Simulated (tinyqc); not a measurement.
Shallow acceptor in the spherical four-band model: one step. Ground state in the small basis. Five cases, with inputs chosen for the exercise.

Problem. Solve H u = E S u for the lowest level of the acceptor; the first half of the basis is L = 0 and the second L = 2. Give E, E without the f-g block, and the L = 2 weight u_g S_gg u_g with u S u = 1.

Case 1.

S:
```
          f1        f2        g1        g2
f1  1.000000  0.585479         0         0
f2  0.585479  1.000000         0         0
g1         0         0  1.000000  0.286765
g2         0         0  0.286765  1.000000
```

H (Ry*):
```
           f1         f2         g1         g2
f1  -0.802832  -0.997598  -0.782886  -0.224504
f2  -0.997598   2.613631  -1.347026  -4.697313
g1  -0.782886  -1.347026   1.893823   0.880892
g2  -0.224504  -4.697313   0.880892  15.325936
```

Case 2.

S:
```
          f1        f2        g1        g2
f1  1.000000  0.585479         0         0
f2  0.585479  1.000000         0         0
g1         0         0  1.000000  0.286765
g2         0         0  0.286765  1.000000
```

H (Ry*):
```
           f1          f2         g1          g2
f1  -0.281071   -0.564951  -2.673664   -0.766714
f2  -0.564951    9.270702  -4.600284  -16.041986
g1  -2.673664   -4.600284   4.899096    2.334497
g2  -0.766714  -16.041986   2.334497   35.238374
```

Case 3.

S:
```
          f1        f2        f3        g1        g2        g3
f1  1.000000  0.586288  0.184757         0         0         0
f2  0.586288  1.000000  0.584805         0         0         0
f3  0.184757  0.584805  1.000000         0         0         0
g1         0         0         0  1.000000  0.287690  0.019442
g2         0         0         0  0.287690  1.000000  0.285996
g3         0         0         0  0.019442  0.285996  1.000000
```

H (Ry*):
```
           f1         f2          f3         g1         g2          g3
f1  -0.847239  -0.998923   -1.011116  -0.629607  -0.181132   -0.012241
f2  -0.998923   0.676567    0.311942  -1.083993  -3.767918   -1.077609
f3  -1.011116   0.311942   18.216657  -0.440476  -6.479561  -22.656129
g1  -0.629607  -1.083993   -0.440476   0.946739   0.428088   -0.003834
g2  -0.181132  -3.767918   -6.479561   0.428088   8.730836    4.186254
g3  -0.012241  -1.077609  -22.656129  -0.003834   4.186254   60.043550
```

Case 4.

S:
```
          f1        f2        g1        g2
f1  1.000000  0.585098         0         0
f2  0.585098  1.000000         0         0
g1         0         0  1.000000  0.286330
g2         0         0  0.286330  1.000000
```

H (Ry*):
```
           f1          f2         g1          g2
f1   0.374400    0.031962  -4.325447   -1.238504
f2   0.031962   15.534123  -7.440064  -25.984255
g1  -4.325447   -7.440064   7.597680    3.640287
g2  -1.238504  -25.984255   3.640287   52.726865
```

Case 5.

S:
```
          f1        f2        f3        g1        g2        g3
f1  1.000000  0.586262  0.185028         0         0         0
f2  0.586262  1.000000  0.585479         0         0         0
f3  0.185028  0.585479  1.000000         0         0         0
g1         0         0         0  1.000000  0.287661  0.019508
g2         0         0         0  0.287661  1.000000  0.286765
g3         0         0         0  0.019508  0.286765  1.000000
```

H (Ry*):
```
           f1         f2          f3         g1          g2          g3
f1  -0.818028  -1.005677   -1.173340  -1.164034   -0.334848   -0.022709
f2  -1.005677   2.255690    1.810829  -2.004075   -6.966787   -1.997832
f3  -1.173340   1.810829   31.088964  -0.815468  -11.986994  -41.800720
g1  -1.164034  -2.004075   -0.815468   1.729119    0.804274    0.016219
g2  -0.334848  -6.966787  -11.986994   0.804274   14.163035    6.844137
g3  -0.022709  -1.997832  -41.800720   0.016219    6.844137   94.340781
```

Give: E; E without coupling; L = 2 weight.

Solution.

Case 1.

E = -1.185 Ry*
E without coupling = -0.871 Ry*
L = 2 weight = 0.092

Without the coupling the exact value is -1, which this basis, tuned to the compact coupled state, misses by 0.129. The coupling to L = 2 takes the level to 1.19 times that exact value.

Case 2.

E = -1.869 Ry*
E without coupling = -0.297 Ry*
L = 2 weight = 0.221

Without the coupling the exact value is -1, which this basis, tuned to the compact coupled state, misses by 0.703. The coupling to L = 2 takes the level to 1.87 times that exact value.

Case 3.

E = -1.526 Ry*
E without coupling = -0.977 Ry*
L = 2 weight = 0.161

Without the coupling the exact value is -1, which this basis, tuned to the compact coupled state, misses by 0.023. The coupling to L = 2 takes the level to 1.53 times that exact value.

Case 4.

E = -2.386 Ry*
E without coupling = 0.372 Ry*
L = 2 weight = 0.269

Without the coupling the exact value is -1, which this basis, tuned to the compact coupled state, misses by 1.372. The coupling to L = 2 takes the level to 2.39 times that exact value.

Case 5.

E = -2.024 Ry*
E without coupling = -0.904 Ry*
L = 2 weight = 0.238

Without the coupling the exact value is -1, which this basis, tuned to the compact coupled state, misses by 0.096. The coupling to L = 2 takes the level to 2.02 times that exact value.

Computed by tinyqc, one run a case: `OMP_NUM_THREADS=1 python tinyqc.py N N+1 out.jsonl` with N = 1281444, 1281495, 1281677, 1281816, 1281894; one thread of a shared Intel(R) Xeon(R) Processor @ 2.30GHz, about 0.07 s a run at most.
